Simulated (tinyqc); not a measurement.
Keating valence-force model of a tetrahedral crystal: one step, computed by the program tinyqc. Command: `OMP_NUM_THREADS=1 python tinyqc.py 3024573 3024574 out.jsonl keating walk`. One thread of a shared host (Intel(R) Xeon(R) Processor @ 2.30GHz), about 0.02 s of CPU time with the checks.

Atom A sits at 0 and atom B at a/4 (1,1,1) of an fcc lattice; the four bonds from A are t = a/4 (1,1,1), a/4 (1,-1,-1), a/4 (-1,1,-1), a/4 (-1,-1,1), of length d = sqrt(3) a/4. Energy: E = (3 alpha/(8 d^2)) sum over bonds (r.r - d^2)^2 + (3 beta/(8 d^2)) sum over pairs of bonds at one atom (r_i.r_j + d^2/3)^2, with beta_A for the six pairs at A and beta_B for the six at B. The cell holds two atoms, Omega = a^3/4. 1 N/m = 1 J/m^2. With constants fitted to the elastic moduli this model puts optical and zone-boundary frequencies of real crystals too high, by up to about 20 % in elemental crystals and up to about 50 % in compounds, and mostly by more for TA modes; in compounds the lattice part of the static dielectric constant then comes out too low.

Task: Elastic constants and internal strain. beta = (beta_A + beta_B)/2; C11 = (alpha + 3 beta)/a, C12 = (alpha - beta)/a, C44 = 4 alpha beta/(a (alpha + beta)); with the two sublattices clamped C44(0) = (alpha + beta)/a; internal-strain parameter zeta = (alpha - beta)/(alpha + beta); B = (C11 + 2 C12)/3.

Inputs (values chosen for the exercise, modelled on gallium phosphide):
```
quantity               value      unit
lattice constant a     5.451  angstrom
bond stretching alpha     47       N/m
bond bending beta_A     10.5       N/m
bond bending beta_B     10.5       N/m
```

Structure: zinc blende.

Give: C11; C12; C44; clamped C44(0); internal-strain parameter zeta; bulk modulus B.

Result:

C11 = 144.01 GPa

C12 = 66.960 GPa

C44 = 62.980 GPa

clamped C44(0) = 105.49 GPa

internal-strain parameter zeta = 0.63478

bulk modulus B = 92.644 GPa

Letting the sublattices shift lowers C44 by 40 %, which is zeta^2. A shear is shared between bond lengths and angles. The model fixes 2 C44 (C11 + C12)/((C11 - C12)(C11 + 3 C12)) = 1.000 whatever alpha and beta are.
